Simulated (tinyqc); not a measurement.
Against the Fermi level: single-band model of a thermoelectric material. Computed by tinyqc, a small Python program. Command: `OMP_NUM_THREADS=1 python tinyqc.py 3019323 3019324 out.jsonl thermo walk`. One thread of a shared host (Intel(R) Xeon(R) Processor @ 2.30GHz), about 0.01 s of CPU time with the checks.

One spherical band, one scattering law, no minority carriers and no phonon drag. In a real material minority carriers limit |S| to about E_g/(2 e T), so larger values are formal. eta = E_F/(k_B T) is counted from the band edge; f = 1/(1 + exp(x - eta)).

Inputs (values chosen for the exercise, modelled on p-type Bi2Te3): density-of-states mass m = 1 m_0; non-parabolicity alpha = 3.9 1/eV; mobility parameter mu_300 = 560 cm^2/(V s); temperature exponent p = 2.5; lattice thermal conductivity kappa_L = 0.82 W/(m K); temperature T = 420 K.

Band: Kane. Scattering: acoustic phonons, r = -0.5.

Constants: k_B = 8.617333262e-05 eV/K; e = 1.602176634e-19 C; m_0 = 9.1093837015e-31 kg; k_B = 1.380649e-23 J/K; hbar = 1.054571817e-34 J s.

Method:
- With x = E/(k_B T), a = alpha k_B T (0 for a parabolic band), G = x (1 + a x), D = 1 + 2 a x and <y> = int y f (1 - f) dx, f = 1/(1 + exp(x - eta)): tau = tau_0 G^r/D; transport function s = G^(3/2 + r)/D^2; n = N_0 <G^(3/2)> with N_0 = (2 m k_B T)^(3/2)/(3 pi^2 hbar^3).
- Integrals over x = E/(k_B T) use 160 Gauss-Legendre points in u = sqrt(x) from 0 to sqrt(max(eta, 0) + 32).
- sigma = e mu_0 N_0 <s> with mu_0 = e tau_0/m = mu_300 (T/300 K)^(-p); |S| = (k_B/e)(<x s>/<s> - eta); Lorenz number L = (k_B/e)^2 (<x^2 s>/<s> - (<x s>/<s>)^2); kappa_e = L sigma T; zT = S^2 sigma T/(kappa_L + kappa_e).

The same material at other dopings:
```
eta  n (1/cm^3)  |S| (microvolt/K)  sigma (S/cm)  power factor (microwatt/(cm K^2))          zT
-4   1.2037e+18             484.04          12.6                         2.9559e+00  1.5038e-01
-3   3.2435e+18             399.09          33.6                         5.3585e+00  2.6956e-01
-2   8.6174e+18             316.11          87.0                         8.6950e+00  4.2503e-01
-1   2.2141e+19             237.80         209.6                         1.1853e+01  5.4219e-01
0    5.3189e+19             168.76         440.6                         1.2550e+01  5.0555e-01
1    1.1523e+20             113.77         764.8                         9.8984e+00  3.3148e-01
2    2.2200e+20              74.24        1098.7                         6.0551e+00  1.6574e-01
4    6.1431e+20              30.91        1571.9                         1.5024e+00  2.9979e-02
6    1.3102e+21              13.61        1805.9                         3.3468e-01  5.6341e-03
10   3.9249e+21               3.73        1986.9                         2.7705e-02  4.1299e-04
```

|S| falls and sigma rises with eta, so their product S^2 sigma peaks: among these rows at eta = 0, and zT at eta = -1, where |S| = 238 microvolt/K. zT stays above 90 % of its best row from n = 2.2e19 to 5.3e19 per cm^3.

Extremes, crossings and ranges named in words are read from the listed rows.
